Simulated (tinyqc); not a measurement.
# Changing the level that defines the junction C_B

Model: sputter depth profiling of a dopant layer: erosion rate, quantification and the mixing-roughness response. Computed by tinyqc, a small Python program. Command: `OMP_NUM_THREADS=1 python tinyqc.py 3031870 3031871 out.jsonl sims sweep`. One thread of a shared host (Intel(R) Xeon(R) Processor @ 2.30GHz), about 0.06 s of CPU time with the checks.

A rastered ion beam erodes silicon (49.94 atoms per nm^3). The measured profile is the true one convolved with a depth response.

Inputs (values chosen for the exercise, modelled on a dopant in silicon under an oxygen or caesium beam):

| quantity | value | unit |
|---|---|---|
| beam energy E | 4.8 | keV |
| beam current | 360 | nA |
| raster side | 400 | um |
| sputter yield at 1 keV | 1.5 | - |
| mixing length at 1 keV | 1.9 | nm |
| roughness sigma | 1.3 | nm |
| depth of the layer z0 | 39 | nm |
| sheet density Q | 3.9e+13 | 1/cm^2 |
| relative sensitivity factor RSF | 8e+21 | 1/cm^3 |
| matrix count rate | 1.2e+06 | 1/s |
| background count rate | 0.5 | 1/s |
| counting time per point | 0.5 | s |

True profile: delta layer.

Constants: e = 1.602176634e-19 C.

Method:
- Scaling chosen for the exercise: yield Y = Y1 E^0.5, mixing length w = w1 E^0.5 (E in keV).
- Erosion rate = Y I/(e x raster^2 x density); depth step = rate x counting time; concentration = RSF x counts/matrix counts; detection limit = RSF x 3 sqrt(background x time)/(matrix rate x time).
- Mixing alone turns a layer at z0 into (1/w) exp(-(z - z0 + w)/w) for z > z0 - w; roughness adds a Gaussian of width sigma. With x = z - z0 + w: g(x) = (1/(2w)) exp(sigma^2/(2 w^2) - x/w) erfc((sigma/w - x/sigma)/sqrt2), and its integral G(x) = (1/2) erfc(-x/(sigma sqrt2)) - w g(x). Measured: Q g(x), 1 nm = 1e-7 cm.
- Find the maximum, the full width at half maximum and the deep point where the profile falls to C_B; far down, the trailing edge decays by w ln(10) per decade.

One run for each value:

| level that defines the junction C_B (1/cm^3) | apparent junction depth (nm) |
|---|---|
| 1.00e+15 | 82.694 |
| 3.00e+15 | 78.121 |
| 1.00e+16 | 73.109 |
| 3.00e+16 | 68.536 |
| 1.00e+17 | 63.524 |
| 3.00e+17 | 58.951 |
| 1.00e+18 | 53.939 |
| 3.00e+18 | 49.366 |
| 1.00e+19 | 44.354 |

Describe and explain the trends.

Over the rows, apparent junction depth (nm) falls from 82.7 to 44.4 (exponent d ln y / d ln x -0.052 between the first rows and -0.089 between the last). Each decade down in C_B adds w ln(10) = 9.58 nm in the exponential tail.

Caution (rows 1.00e15, 3.00e15, 1.00e16): C_B lies below the detection limit, so this point could not be measured.

Extremes, crossings and ranges named in words are read from the listed rows.
